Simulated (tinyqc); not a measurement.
Free and trapped electrons in a MOS channel with a dense trap tail: two steps of the calculation.

p-type body, charge-sheet picture, full ionisation (an idealisation for deep acceptors), Boltzmann statistics for free electrons. e = Ec - EF at the surface. Acceptor-like traps of density D(E) = D0 + De exp(-E/Ew) at depth E below Ec, from 0 to Eu, hold n_t = integral of D(E)/(1 + exp((e - E)/Vt)). psi = Eg - Vt ln(Nv/Na) - e; N_dep = sqrt(2 eps0 eps_r Na (psi - Vt)/q); n_f = sqrt(N_dep^2 + 2 eps0 eps_r Vt Nc exp(-e/Vt)/q) - N_dep; Vg = Vfb + psi + q (N_dep + n_t + n_f)/Cox, Cox = eps0 eox/tox.

Inputs (values chosen for the exercise); band and dielectric values close to those of 4H silicon carbide:

| symbol | value | unit | meaning |
|---|---|---|---|
| T | 250 | K | temperature |
| Eg | 3.27 | eV | band gap |
| eps_r | 9.81 |  | relative permittivity |
| Nc | 1.27e19 | cm^-3 | conduction-band density of states at T |
| Nv | 1.87e19 | cm^-3 | valence-band density of states at T |
| eox | 3.9 |  | relative permittivity of the insulator |
| tox | 25 | nm | insulator thickness |
| Na | 1.8e17 | cm^-3 | acceptor density |
| Vfb | -2.13 | V | flat-band voltage without trapped charge |
| D0 | 7.8e10 | cm^-2 eV^-1 | constant background density of acceptor-like traps |
| De | 1.2e13 | cm^-2 eV^-1 | density of the tail at the conduction edge |
| Ew | 0.1 | eV | decay energy of the tail |
| Eu | 0.74 | eV | depth below Ec down to which the traps reach |
| mf | 100 | cm^2/(V s) | mobility of free electrons |
| e | 0.064 | eV | Ec - EF at the surface |

Constants: q = 1.602176634e-19 C, kB = 1.380649e-23 J/K, Vt = kB T/q, eps0 = 8.8541878128e-14 F/cm where lengths are in cm. Results are converted to the units shown.

Question 1. Trapped charge. Trapezoid rule on 12 equal steps from 0 to Eu, f = 1/(1 + exp((e - E)/Vt)).

Give: E; D(E) f; n_t.

Answer 1.

```
point   E (eV)  D(E) f (cm^-2 eV^-1)
0            0              5.890e11
1      0.06167              3.100e12
2       0.1233              3.360e12
3       0.1850              1.958e12
4       0.2467              1.096e12
5       0.3083              6.277e11
6       0.3700              3.747e11
7       0.4317              2.381e11
8       0.4933              1.644e11
9       0.5550              1.246e11
10      0.6167              1.032e11
11      0.6783              9.159e10
12      0.7400              8.534e10
```

n_t = 7.138e11 cm^-2

Question 2. Charges and gate voltage. psi, N_dep, n_f and Vg as defined, with the n_t given; free share n_f/(n_f + n_t); apparent mobility mf n_f/(n_f + n_t); gate voltage spent on traps q n_t/Cox.

n_t = 7.1381960e11 cm^-2

Wanted: psi; N_dep; n_f; Vg; free share; apparent mobility; gate voltage spent on traps.

Answer 2.

psi = 3.106 V
N_dep = 2.454e12 cm^-2
n_f = 3.080e10 cm^-2
Vg = 4.686 V
free share = 4.136 %
apparent mobility = 4.136 cm^2/(V s)
gate voltage spent on traps = 0.8280 V

tinyqc, about 0.02 s, one thread, Intel Xeon 2.30GHz (shared host): `OMP_NUM_THREADS=1 python tinyqc.py 2222147 2222148 out.jsonl`
